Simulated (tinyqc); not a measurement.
Comparisons within one model: two-band k.p model of the Delta valleys near the X point under shear strain. A value that a table varies takes the place of the one given here.

Valley pair on the [001] axis, kz counted from the X point, c = hbar^2/2m0, k0 = kx0 2 pi/a. H = (c kz^2/ml + c (kx^2 + ky^2)/mt + c k0^2/ml) 1 + (2 c k0 kz/ml) sigma_z + (D exy - 2 c kx ky/Mp) sigma_x, so E = c kz^2/ml + c (kx^2 + ky^2)/mt + c k0^2/ml -/+ sqrt((2 c k0 kz/ml)^2 + (D exy - 2 c kx ky/Mp)^2). Without strain the lower band has its minima, E = 0, at kz = +/- k0. Shifts from diagonal strain are left out.

For |eta| < 1: k_min = k0 sqrt(1 - eta^2), E_min = -Delta eta^2/2, ml(eta) = ml/(1 - eta^2), 1/m[110] = 1/mt + eta/Mp, 1/m[1-10] = 1/mt - eta/Mp. For |eta| > 1 the minimum sits at X: E_min = -Delta (2 |eta| - 1)/2, ml(eta) = ml/(1 - 1/|eta|), and eta is replaced by its sign in the transverse masses. Here Delta = 2 c k0^2/ml and eta = D exy/Delta.

s11 = (C11 + C12)/((C11 - C12)(C11 + 2 C12)), s12 = -C12/((C11 - C12)(C11 + 2 C12)), s44 = 1/C44; exx = s11 sxx + s12 (syy + szz) and cyclic, exy = s44 sxy/2; tension is positive. A uniaxial stress X along the unit vector n is s_ij = X n_i n_j.

Constants: hbar^2/2m0 = 3.80998211 eV angstrom^2; kB = 8.617333262e-05 eV/K.

Parameters, chosen for this exercise (near those of Si; shifted at random, so the results belong to these values and not to a real crystal):
```
symbol  value  unit      meaning
a       5.446  angstrom  lattice constant
ml      0.914  m0        longitudinal mass
mt      0.194  m0        transverse mass
kx0     0.143  2 pi/a    distance of the minimum from X
D       13.2   eV        shear deformation potential
Mp      0.237  m0        coupling mass
C11     163.5  GPa
C12     65.1   GPa
C44     79.8   GPa
Xu      9.14   eV        uniaxial potential
T       400    K         temperature
exy     0.007            shear strain
```

## Sweep of the shear strain

Delta = 2 c k0^2/ml, eta = D exy/Delta.

The minimum:
```
exy       eta  k_min/k0  E_min (meV)  ml(eta)  m[110]  m[1-10]  density-of-states mass
0.0000  0.000     1.000          0.0    0.914  0.1940   0.1940                   0.325
0.0017  0.099     0.995         -1.1    0.923  0.1795   0.2111                   0.327
0.0043  0.250     0.968         -7.1    0.975  0.1610   0.2439                   0.337
0.0086  0.500     0.866        -28.4    1.219  0.1376   0.3285                   0.381
0.0129  0.750     0.661        -63.9    2.092  0.1202   0.5029                   0.502
0.0155  0.902     0.433        -92.2    4.885  0.1116   0.7406                   0.739
0.0206  1.198     0.000       -158.5    5.524  0.1067   1.0693                   0.857
0.0275  1.600     0.000       -249.5    2.438  0.1067   1.0693                   0.653
```

The valleys reach X at eta = 1, that is exy = 0.0172. The shift is quadratic up to eta = 1 (-7.1 meV at eta = 0.25, -28.4 meV at 0.50) and linear beyond, while 1/m[110] rises linearly, taking m[110] from 0.194 to its floor 0.1067, a gain of 82 % in 1/m. ml(eta) diverges at eta = 1; the largest value listed is 5.52. A deformation-potential model with fixed masses misses all of this.

## Tension along [110]: repopulation and mass change

The z valleys move against the x and y valleys by Xu (ezz - exx) and, through the shear, by E_min. Share of the z valleys n = w/(w + 2 exp(dE/kT)), dE the total relative shift, w = sqrt(ml(eta) m[110] m[1-10]/(ml mt^2)). Along [110]: 1/m_c = n/m[110] + (1 - n)(1/ml + 1/mt)/2. Fixed masses means E_min = 0, w = 1, m[110] = mt. Gains are against 3/(1/ml + 2/mt) at a fixed scattering time.

Results:
```
X (GPa)  Xu (ezz - exx) (meV)  E_min (meV)  m[110]  m_c fixed masses  m_c with shear  gain fixed (%)  gain with shear (%)
0.00                      0.0          0.0  0.1940            0.2631          0.2631             0.0                  0.0
0.25                    -11.6         -0.2  0.1870            0.2525          0.2473             4.2                  6.4
0.50                    -23.2         -0.9  0.1805            0.2422          0.2304             8.6                 14.2
1.00                    -46.4         -3.8  0.1688            0.2242          0.1980            17.3                 32.9
1.50                    -69.7         -8.5  0.1585            0.2114          0.1727            24.4                 52.3
2.00                    -92.9        -15.1  0.1494            0.2035          0.1554            29.3                 69.3
3.00                   -139.3        -33.9  0.1340            0.1966          0.1348            33.8                 95.2
```

At 1 GPa repopulation alone gives 17.3 % and the shear terms raise it to 32.9 %. From 2 to 3 GPa the fixed-mass gain grows by 4.5 points, towards its ceiling of 35.6 % when all electrons sit in the z valleys, whereas the gain with shear grows by 25.9 points because m[110] keeps falling.

## What each parameter does

Delta = 2 c k0^2/ml, eta = D exy/Delta. Each row changes one parameter from the base and keeps the others.

Results:
```
case                     eta  E_min (meV)  ml(eta) (m0)  m[110] (m0)  m[1-10] (m0)
base                  0.4072       -18.81        1.0957       0.1455        0.2910
ml = 0.97798 m0       0.4357       -20.13        1.2071       0.1430        0.3015
mt = 0.18042 m0       0.4072       -18.81        1.0957       0.1377        0.2615
kx0 = 0.13299 2 pi/a  0.4708       -21.75        1.1743       0.1400        0.3156
D = 12.276 eV         0.3787       -16.27        1.0670       0.1481        0.2811
Mp = 0.22041 m0       0.4072       -18.81        1.0957       0.1428        0.3024
exy = 0.00749         0.4357       -21.54        1.1281       0.1430        0.3015
```

The largest shifts from the base row, up to three for each result and ties (the steps differ in size, so this ranks the rows, not the parameters). eta: kx0 +0.0636, D -0.0285, exy +0.0285, ml +0.0285; unchanged at the printed digits by mt and Mp. E_min (meV): kx0 -2.94, exy -2.73, D +2.54; unchanged at the printed digits by mt and Mp. ml(eta) (m0): ml +0.1115, kx0 +0.0786, exy +0.0325; unchanged at the printed digits by mt and Mp. m[110] (m0): mt -0.0078, kx0 -0.0055, Mp -0.0027. m[1-10] (m0): mt -0.0295, kx0 +0.0246, Mp +0.0114.

Run: tinyqc, `OMP_NUM_THREADS=1 python tinyqc.py 1080845 1080846 out.jsonl`; Intel(R) Xeon(R) Processor @ 2.30GHz, one thread, shared host; about 0.01 s of CPU time with all checks.
